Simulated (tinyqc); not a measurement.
Inside a calculation. Model: X-ray reflectivity of a thin film on silicon: critical angles, Parratt recursion, fringes and roughness. Computed by tinyqc, a small Python program that keeps every step. Command: `OMP_NUM_THREADS=1 python tinyqc.py 3120378 3120379 out.jsonl xrr walk`. One thread of a shared host (Intel(R) Xeon(R) Processor @ 2.30GHz), about 0.01 s of CPU time with the checks. Intermediate numbers are printed to about 5 digits and carried at full precision; extremes and crossings named in words are read from the listed rows.

n = 1 - delta + i beta; the classical electron radius is r_e = 2.8179403e-6 nm. Layer 0 is vacuum, 1 the film, 2 the substrate.

Inputs (values chosen for the exercise, modelled on HfO2 on silicon, copper K-alpha radiation):
```
quantity                                        value     unit
wavelength lambda                             0.15406       nm
film density rho                                 10.2   g/cm^3
effective electrons per unit mass, film         0.417    mol/g
beta/delta, film                                0.078        -
film thickness d                                 63.4       nm
roughness of the surface sigma_1                  1.2       nm
roughness of the interface sigma_2               0.68       nm
substrate density                                2.33   g/cm^3
effective electrons per unit mass, substrate    0.507    mol/g
beta/delta, substrate                           0.023        -
grazing angle theta                              2.41  degrees
```

Constants: N_A = 6.02214076e+23 1/mol.

## Optical constants

delta = r_e lambda^2 rho_e/(2 pi), rho_e = density x electrons per mass x N_A; critical angle sqrt(2 delta), q_c = 4 sqrt(pi r_e rho_e).

Constants:
```
layer      rho_e (1/nm^3)       delta        beta  critical angle (degrees)  q_c (1/nm)
film               2561.5  2.7266e-05  2.1267e-06                   0.42310     0.60234
substrate           711.4  7.5726e-06  1.7417e-07                   0.22298     0.31744
```

The film is denser in electrons than the substrate, and thick enough to set the edge of total reflection.

## Critical angle of the film

The formulas are those given above.

critical angle of the film = 0.42310 degrees

## Reflectivity at one angle

k_j = (2 pi/lambda) sqrt(sin^2 theta - 2 delta_j + 2 i beta_j); r_ij = (k_i - k_j)/(k_i + k_j) x exp(-2 k_i k_j sigma^2) (Nevot-Croce); r = (r_01 + r_12 p)/(1 + r_01 r_12 p), p = exp(2 i k_1 d); R = |r|^2.

k_0, k_1, k_2 (1/nm): 1.7150  1.6883+0.0021i  1.7076+0.0002i

1000 r_01 = 0.0018703-0.0001677i

1000 r_12 = -0.39471+0.04109i

p = 0.69020+0.33381i

reflectivity R = 9.1540e-08

q = 4 pi sin(theta)/lambda = 3.4299 1/nm

## Fringe period, contrast and decay

Far above the critical angle the period is d theta = lambda/(2 d), or 2 pi/d in q; the envelope runs between (|r_01| - |r_12 p|)^2 and (|r_01| + |r_12 p|)^2; contrast = 2 a b/(a^2 + b^2) with a = |r_01|, b = |r_12 p|; roughness factors on the amplitudes are about exp(-q^2 sigma^2/2).

period in theta = 0.069613 degrees

period in q = 0.099104 1/nm

contrast = 0.012343

roughness factor, surface = 2.0958e-04

roughness factor, interface = 0.065878

## Thickness from the minima

Minima of R theta^4 are located on 6001 points over 7.5 periods, from 1.15 times the larger critical angle. With refraction, sin^2(theta_m) = 2 delta + m^2 (lambda/(2 d))^2, m integer or half-integer; the first six minima are used, and the first order is the one that minimises the largest residual of the least-squares line plus the distance of its intercept from 2 delta. Without refraction, d = lambda/(2 x mean step of sin theta).

Minima:
```
order m  theta (degrees)  sin^2 theta
4                0.50798   7.8601e-05
5                0.54879   9.1738e-05
6                0.59525   1.0793e-04
7                0.64590   1.2708e-04
8                0.69985   1.4919e-04
9                0.75641   1.7428e-04
```

d with refraction = 63.479 nm

d without refraction = 88.832 nm

Against d = 63.4 nm the errors are +0.13 % with and +40.11 % without refraction. The orders are integers, as r_01 and r_12 have opposite signs for a film denser than the substrate.

## Which roughness does what

R is averaged over one period above each angle (64 points); contrast = (max - min)/(max + min) of R theta^4 over that period. Cases: smooth; only sigma_1; only sigma_2; both.

Mean R and contrast:
```
theta (degrees)    R smooth  contrast  R, sigma_1  contrast, sigma_1  R, sigma_2  contrast, sigma_2     R, both  contrast, both
0.8              5.8361e-03   0.55427   0.0013811            0.93327  5.6660e-03            0.43859  1.1833e-03         0.81996
1.2              1.1532e-03   0.72624   0.0001965            0.50736  1.0310e-03            0.42072  6.4745e-05         0.84099
1.8              2.3709e-04   0.81238   0.0000494            0.03534  1.9107e-04            0.21838  2.3928e-06         0.20037
2.5              6.7568e-05   0.85609   0.0000160            0.00600  5.0510e-05            0.06034  4.3943e-08         0.15608
3.5              1.7765e-05   0.88590   0.0000048            0.00322  1.3139e-05            0.00369  4.5425e-11         0.21954
```

At 2.5 degrees sigma_1 alone multiplies the mean R by 0.24 and sigma_2 alone by 0.75; the contrast goes from 0.86 (smooth) to 0.01 and 0.06.

Checks made by the program: smooth bare substrate far above q_c against (q_c/2q)^4 (relative difference 1e-03).
